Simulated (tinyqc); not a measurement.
Threshold-voltage variability of a planar MOSFET, analytic estimates: two steps of the calculation.

Three independent sources add in quadrature: random dopants in the depleted layer, metal-gate grains of two orientations, and roughness of the two gate edges acting through the roll-off VT = VT(long) - Vr exp(-L/l). These are first-order estimates: no three-dimensional electrostatics, no percolation.

Inputs (values chosen for the exercise); material values close to those of silicon: temperature T = 325 K; band gap Eg = 1.12 eV; relative permittivity of the semiconductor eps_r = 11.9; conduction-band density of states at T Nc = 3.2e19 cm^-3; valence-band density of states at T Nv = 3.04e19 cm^-3; channel doping Na = 1.7e18 cm^-3; oxide-equivalent thickness in inversion ti = 1.4 nm; gate length L = 90 nm; gate width W = 430 nm; number of cells Nb = 8388608; wanted yield Y = 0.979.

Constants: q = 1.602176634e-19 C, kB = 1.380649e-23 J/K, Vt = kB T/q, eps0 = 8.8541878128e-14 F/cm where lengths are in cm. Results are converted to the units shown.

Question 1. Random dopants. ni = sqrt(Nc Nv) exp(-Eg/(2 Vt)), Eg in volts; Cox = 3.9 eps0/ti; Wd = sqrt(4 eps0 eps_r Vt ln(Na/ni)/(q Na)); dopants: s1 = (q/Cox) sqrt(Na Wd/(3 L W)). The slope A1 = s1 sqrt(L W); mean number of dopants Na L W Wd.

Find: Cox; Wd; mean number of dopants; A1; s1.

Answer 1.

Cox = 2.467 uF/cm^2
Wd = 27.21 nm
mean number of dopants = 1790
A1 = 0.8066 mV um
s1 = 4.100 mV

Counting alone, 1/sqrt(N) of the depletion voltage q Na Wd/Cox = 300 mV, would give sqrt(3) times more: dopants deep in the layer act less on the surface.

Question 2. Margin in standard deviations for the wanted yield. Cells fail independently with probability Q(k) = erfc(k/sqrt(2))/2 when the margin is k standard deviations, and Y = exp(-Nb Q(k)). phi = exp(-k^2/2)/sqrt(2 pi). Newton steps on ln Q(k) = ln(-ln(Y)/Nb): k(new) = k + [ln Q - ln(-ln(Y)/Nb)] Q/phi.

k at the start = 3

Wanted: Q(k); phi; k after iteration 1.

Answer 2.

Q(k) = 0.0013499
phi = 0.0044318
k after iteration 1 = 7.0167

Program tinyqc, `OMP_NUM_THREADS=1 python tinyqc.py 2090053 2090054 out.jsonl`; Intel Xeon 2.30GHz, shared host, one thread, about 0.01 s.
